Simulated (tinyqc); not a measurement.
Koster-Slater impurity in an sp3s* host: one step. A first estimate from the table. Two cases, with inputs chosen for the exercise.

Task: A defect that shifts the s level of its cation site by V has a level where the host Green function G_s(E) equals 1/V; E is counted from the top of the valence band. Find it by linear interpolation between the two rows that bracket it.

Give: 1/V; estimated level.

Case 1.

Values chosen (out of a larger set: near a published set for diamond; not measured data): V = -24.9 eV (shift of the s level).

G(E) (1/eV):
```
E (eV)           G_s         G_p
0.000000  -0.0040757   0.0487918
0.659668  -0.0082828   0.0292925
1.319336  -0.0128118   0.0169510
1.979004  -0.0179104   0.0065930
2.638673  -0.0239194  -0.0031524
3.298341  -0.0314098  -0.0132262
3.958009  -0.0415193  -0.0248308
4.617677  -0.0571753  -0.0406741
5.277345  -0.0955369  -0.0786549
```

Result:

1/V = -0.04016 1/eV
estimated level = 3.869 eV

Case 2.

Values chosen (out of a larger set: near a published set for Si; not measured data): V = -4.8 eV (shift of the s level).

G(E) (1/eV):
```
E (eV)           G_s         G_p
0.000000  -0.0708599   0.0974024
0.146682  -0.0835155   0.0624849
0.293364  -0.0980217   0.0354790
0.440046  -0.1150653   0.0112259
0.586728  -0.1357065  -0.0126808
0.733410  -0.1617298  -0.0382623
0.880091  -0.1965203  -0.0683136
1.026773  -0.2478326  -0.1086035
1.173455  -0.3412472  -0.1778200
```

Result:

1/V = -0.20833 1/eV
estimated level = 0.914 eV

Computed by tinyqc, one run a case: `OMP_NUM_THREADS=1 python tinyqc.py N N+1 out.jsonl` with N = 1450852, 1450924; one thread of a shared Intel(R) Xeon(R) Processor @ 2.30GHz, about 0.05 s a run at most.
